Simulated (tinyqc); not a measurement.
# Bandgap voltage reference from two bipolar transistors, step by step

Numbers from tinyqc (`OMP_NUM_THREADS=1 python tinyqc.py 2062114 2062115 out.jsonl`; about 0.02 s on one thread of a shared Intel Xeon 2.30GHz). Printed values are rounded.

Two transistors of area 1 and N carry the same current I. Is(T) = Is (T/T0)^eta exp[(Vg0 q/kB)(1/T0 - 1/T)], VBE1 = Vt ln(I/Is(T)) + I rb, VBE2 = Vt ln(I/(N Is(T))) + I rb/N. The amplifier forces I R1(T) = VBE1 - VBE2 + Vos, with R(T) = R (1 + tc (T - T0)) for both resistors, and the output is Vref = VBE1 + I R2(T). Base currents and the Early effect are neglected.

Values chosen for this exercise; values of the order met in silicon bipolar transistors: reference temperature T0 = 298 K; band-gap voltage extrapolated to 0 K Vg0 = 1.152 V; temperature exponent of the saturation current eta = 3.1; saturation current of the unit transistor at T0 Is = 3.5e-16 A; area ratio of the second transistor N = 10; resistor across which the difference of VBE falls, at T0 R1 = 11 kohm; temperature coefficient of both resistors tc = 0 ppm/K; offset of the amplifier Vos = 0 mV; series resistance of the unit transistor rb = 0 ohm; output resistor at T0 R2 = 106.7 kohm; temperature T = 333 K.

Constants: q = 1.602176634e-19 C, kB = 1.380649e-23 J/K. Results are converted to the units shown.

## Operating point at the reference temperature

Vt = kB T/q; I = (Vt ln N + Vos)/(R1(T) - rb (1 - 1/N)). Evaluate at T = T0.

Vt = 0.0256797 V
I = 5.37542 uA
Is(T) = 3.5e-16 A
VBE1 = 0.602314 V
I R2 = 0.573557 V
Vref = 1.17587 V

## Operating point at another temperature

Vt = kB T/q; I = (Vt ln N + Vos)/(R1(T) - rb (1 - 1/N)).

Vt = 0.0286957 V
I = 6.00676 uA
Is(T) = 5.51187e-14 A
VBE1 = 0.531062 V
I R2 = 0.640921 V
Vref = 1.17198 V

From T0 to T, VBE1 changes by -71.3 mV and I R2 by 67.4 mV, which leaves -3.89 mV in Vref.

## Resistor for zero slope at T0, ideal case

With tc = 0, Vos = 0 and rb = 0 the current is proportional to T, dVBE/dT = (VBE - Vg0 - (eta - 1) Vt)/T, and Vref has zero slope at T0 when Vref = Vg0 + (eta - 1) Vt0. Find VBE1, its slope, that Vref, R2/R1 and the curvature d2Vref/dT2 = -(eta - 1) kB/(q T0).

VBE1 = 0.602314 V
dVBE/dT = -2.02555 mV/K
Vref = 1.20593 V
R2/R1 = 10.2083
curvature = -0.607262 uV/K^2
